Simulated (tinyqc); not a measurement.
A run and its error bars: classical Heisenberg spin chain: exact results, Metropolis, heat-bath and over-relaxation steps, and a Monte Carlo run. Computed by tinyqc, a small Python program. Command: `OMP_NUM_THREADS=1 python tinyqc.py 3130566 3130567 out.jsonl heismc walk`. One thread of a shared host (Intel(R) Xeon(R) Processor @ 2.30GHz), about 0.2 s of CPU time with the checks.

E = -J sum_i s_i . s_(i+1) for unit vectors s_i on an open chain; K = J/(k_B T).

Inputs (values chosen for the exercise, for a model chain of large moments): coupling J = 19 meV; temperature T = 309 K; moment mu = 6.3 mu_B; length N of the open chain = 16; seed = 513608.

Update: Metropolis.

Constants: k_B = 8.617333262e-05 eV/K; mu_B = 5.7883818060e-05 eV/T.

Method:
- Each bond angle is independent, so u = <s_i . s_(i+1)> = coth K - 1/K, <s_i . s_(i+n)> = u^n, correlation length xi = -1/ln|u|, energy per bond -J u, heat capacity per bond c/k_B = 1 - K^2/sinh^2 K, and for the long chain chi = mu^2 (1 + u)/(3 k_B T (1 - u)) per spin.
- For N spins, <|sum s|^2>/N = (1 + u)/(1 - u) - 2 u (1 - u^N)/(N (1 - u)^2); the long chain has (1 + u)/(1 - u), chi over the Curie value, and the difference is relative to it.
- From the ordered state (alternating for J < 0), with trial spins uniform on the sphere, 200 sweeps are discarded and 1600 recorded (even and odd sites in turn; random numbers not printed, so these rows are one sample). Errors are the scatter of block means over sqrt(number of blocks).

K = 0.713546

u = 0.230148

<|sum s|^2>/N = 1.54936

Blocking:
```
block length  mean bond product      error  <|sum s|^2>/N     error
1                       0.22101  0.0036126         1.5046  0.028838
4                       0.22101  0.0042685         1.5046  0.034903
16                      0.22101  0.0048177         1.5046  0.040799
40                      0.22101  0.0049225         1.5046  0.040265
80                      0.22101  0.0051601         1.5046  0.033883
```

What follows from these numbers?

With blocks of 40 the bond product is 1.9 error bars from the exact u = 0.2301, and <|sum s|^2>/N is 1.1 from the exact 1.549. Blocking to 40 changes the two errors by factors 1.4 and 1.4. 71 % of the trial spins are accepted.
